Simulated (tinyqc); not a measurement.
First phase against the interface composition: thermodynamics of metal silicides: hull, first phase, silicon consumed, nucleation and stability against SiO2. Computed by tinyqc, a small Python program. Command: `OMP_NUM_THREADS=1 python tinyqc.py 3019874 3019875 out.jsonl silphase walk`. One thread of a shared host (Intel(R) Xeon(R) Processor @ 2.30GHz), about 0.01 s of CPU time with the checks.

Entropies of formation of the solids are neglected, so heats stand for free energies. Si fractions: M2Si 0.3333, MSi 0.5000, MSi2 0.6667.

Inputs (values chosen for the exercise, for a model metal): heat of formation of M2Si = -33.8 kJ/mol atoms; heat of formation of MSi = -53.2 kJ/mol atoms; heat of formation of MSi2 = -37.6 kJ/mol atoms.

Phases: M2Si, MSi, MSi2.

Method. Effective heat of formation: at the interface the mixture has the Si fraction x_e; the limiting element scales the heat, H_eff = H x_e/x if x_e < x, H (1 - x_e)/(1 - x) otherwise. The rule names the most negative as the first phase; its restriction to congruently melting phases is left out here.

H_eff (kJ/mol atoms):
```
x_e      M2Si      MSi     MSi2  first phase
0.10  -10.140  -10.640   -5.640          MSi
0.20  -20.280  -21.280  -11.280          MSi
0.30  -30.420  -31.920  -16.920          MSi
0.36  -32.448  -38.304  -20.304          MSi
0.42  -29.406  -44.688  -23.688          MSi
0.48  -26.364  -51.072  -27.072          MSi
0.54  -23.322  -48.944  -30.456          MSi
0.60  -20.280  -42.560  -33.840          MSi
0.66  -17.238  -36.176  -37.224         MSi2
0.75  -12.675  -26.600  -28.200         MSi2
```

What follows from these numbers?

Each phase is a triangle with its apex at its own composition. In order of x_e the first phase is MSi, then MSi2. On either side of all three the ranking is that of H/x (Si-poor) or H/(1 - x) (Si-rich).
